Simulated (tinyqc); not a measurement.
Wafer bonding and layer transfer: bond energy, gap closing, particles, bonding of dissimilar wafers and hydrogen blisters: one step, computed by the program tinyqc.

gamma is the energy per area of each of the two surfaces; plates are isotropic, and both wafers have E1 and t1.

Question. Void around a particle. E' = E1/(1 - nu^2), equal wafers assumed. Void radius in the plate regime: R_v = [(2/3) E' t1^3/gamma]^(1/4) h^(1/2). Below h_crit = 5 sqrt(t1 gamma/E') the wafers deform locally and R_v is of the order of h (taken as h).

Inputs (values chosen for the exercise, with wafer 1 close to silicon):
```
quantity            value        unit
Young's modulus E1    136         GPa
Poisson ratio nu     0.25           -
thickness t1          775  micrometre
particle radius h    0.43  micrometre
```

bond energy gamma = 0.4887194 J/m^2

Give: critical particle radius; void radius.

Answer.

critical particle radius = 0.25549 micrometre

void radius = 2031.5 micrometre

The void is 4700 times the particle.
